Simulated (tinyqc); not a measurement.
Junction parameters from two forward currents.

Inverse problem. D(v) = J1 (exp(v/Vt) - 1) + J2 (exp(v/(2 Vt)) - 1). Find J1, J2 and the voltage 2 Vt ln(J2/J1) near which both parts are equal.

Parameters, values chosen for the exercise:
- T = 358 K (temperature)

Constants: q = 1.602176634e-19 C, kB = 1.380649e-23 J/K, Vt = kB T/q. Results are converted to the units shown.

junction voltages (V): [0.25, 0.71]
currents (uA/um): [5.6768595e-7, 0.0089044327]

Answer. The current is linear in J1 and J2, so two points give two equations.

J1 = 8.000e-13 uA/um
J2 = 1.000e-8 uA/um
crossover = 0.5820 V

Numbers from tinyqc (`OMP_NUM_THREADS=1 python tinyqc.py 2182043 2182044 out.jsonl`; about 0.2 s on one thread of a shared Intel Xeon 2.30GHz).
